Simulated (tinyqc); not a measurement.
From results back to parameters: effective mass of the light-hole band from tabulated energies. Five cases, with inputs chosen for the exercise.

Problem. A band follows E (1 + alpha E) = c k^2/m, c = hbar^2/2m0. Its energies at two wave vectors are given.

Constants: hbar^2/2m0 = 3.80998211 eV angstrom^2.
Find: y = c k^2/E; m; alpha.
Method. y = m + m alpha E is a straight line through the two points.

Case 1.

Values chosen (out of a larger set: band of an eight-band Kane model near InP; not measured data): k12 = (0.0147, 0.0392) 1/angstrom (two wave vectors).

energies (meV): 7.23393  41.73981

Solution.

y = c k^2/E (m0): 0.11381  0.14026
m = 0.1083 m0
alpha = 7.08 1/eV

Case 2.

Values chosen (out of a larger set: band of an eight-band Kane model near InSb; not measured data): k12 = (0.0063, 0.0168) 1/angstrom (two wave vectors).

energies (meV): 9.77133  56.86883

Solution.

y = c k^2/E (m0): 0.01548  0.01891
m = 0.0148 m0
alpha = 4.94 1/eV

Case 3.

Values chosen (out of a larger set: band of an eight-band Kane model near InAs; not measured data): k12 = (0.0108, 0.0288) 1/angstrom (two wave vectors).

energies (meV): 16.25201  90.68192

Solution.

y = c k^2/E (m0): 0.02734  0.03485
m = 0.0257 m0
alpha = 3.92 1/eV

Case 4.

Values chosen (out of a larger set: band of an eight-band Kane model near InSb; not measured data): k12 = (0.00285, 0.0076) 1/angstrom (two wave vectors).

energies (meV): 2.06852  13.92232

Solution.

y = c k^2/E (m0): 0.01496  0.01581
m = 0.0148 m0
alpha = 4.82 1/eV

Case 5.

Values chosen (out of a larger set: band of an eight-band Kane model near InSb; not measured data): k12 = (0.0054, 0.0144) 1/angstrom (two wave vectors).

energies (meV): 7.22159  43.75597

Solution.

y = c k^2/E (m0): 0.01538  0.01806
m = 0.0149 m0
alpha = 4.92 1/eV

Computed by tinyqc, one run a case: `OMP_NUM_THREADS=1 python tinyqc.py N N+1 out.jsonl` with N = 1880261, 1880302, 1880420, 1880671, 1880685; one thread of a shared Intel(R) Xeon(R) Processor @ 2.30GHz, about 0.01 s a run at most.
